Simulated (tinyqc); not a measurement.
Non-radiative capture by multiphonon emission, one effective mode: one step, computed by the program tinyqc.

The initial state (free carrier plus empty centre) lies dE above the final state; both have the same frequency and are displaced by dQ.

Task: Geometry of the two curves. dQ = sqrt(2 S (hbar^2/u)/hbar omega); relaxation energy lambda = S hbar omega; phonons needed P = dE/hbar omega; classical barrier E_b = (dE - lambda)^2/(4 lambda); occupation n = 1/(exp(hbar omega/k_B T) - 1).

Inputs (values chosen for the exercise, with mass, screening and phonons like those of GaSb):
```
quantity                  value  unit
energy released dE        0.176    eV
phonon energy hbar omega   12.6   meV
Huang-Rhys factor S        6.37     -
temperature T               300     K
```

Centre: attractive.

Constants: hbar^2/u = 4.18015928e-03 eV angstrom^2; k_B = 8.617333262e-05 eV/K.

Give: dQ; lambda; P; classical barrier E_b; occupation n.

Result:

dQ = 2.056 u^(1/2) angstrom

lambda = 0.080262 eV

P = 13.97

classical barrier E_b = 0.02855 eV

occupation n = 1.592

dE exceeds lambda: the inverted case usual for deep centres, in which the curves cross on the far side of the initial minimum.
